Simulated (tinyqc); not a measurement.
Space-charge-limited current with shallow traps: one step of the calculation.

One carrier type, drift only, an injecting contact at x = 0 (zero field) and thickness L. The share th = y/(1 + y), y = (Nc/Nt) exp(-Et/kB T), of the injected charge is free: J = q mu n F, eps0 eps_r dF/dx = q (n - n0)/th.

Question. Limits and characteristic voltages. Ohmic J = q n0 mu V/L; Mott-Gurney J = (9/8) th eps0 eps_r mu V^2/L^3; they cross at Vx = 8 q n0 L^2/(9 th eps0 eps_r); traps fill at V_TFL = q Nt L^2/(2 eps0 eps_r).

Parameters, values chosen for the exercise:
```
symbol   value        unit                              meaning
T          250           K                          temperature
eps_r      6.8                            relative permittivity
mu      0.0019  cm^2/(V s)                             mobility
L          810          nm                            thickness
Nc        2e19       cm^-3               band density of states
Nt      9.4e16       cm^-3                         trap density
Et        0.41          eV                           trap depth
n0         2e9       cm^-3  free carrier density in equilibrium
V           23           V                              voltage
```

Constants: q = 1.602176634e-19 C, kB = 1.380649e-23 J/K, Vt = kB T/q, eps0 = 8.8541878128e-14 F/cm where lengths are in cm. Results are converted to the units shown.

Wanted: th; ohmic J; Mott-Gurney J; Vx; V_TFL.

Answer.

th = 1.1552e-6
ohmic J = 1.7288e-7 A/cm^2
Mott-Gurney J = 1.4799e-6 A/cm^2
Vx = 2.6868 V
V_TFL = 82.058 V

Range of the model: Diffusion and a field-dependent mobility are left out. With injecting contacts the diffusion current, about 4 pi^2 Vt th eps0 eps_r mu V/L^3, equals the Mott-Gurney current at V = 35 kB T/q (0.9 V at 300 K), so the drift-only result needs V well above that.

Computed by the program tinyqc: `OMP_NUM_THREADS=1 python tinyqc.py 2370129 2370130 out.jsonl`, one thread of a shared Intel Xeon 2.30GHz, about 0.01 s for the whole run.
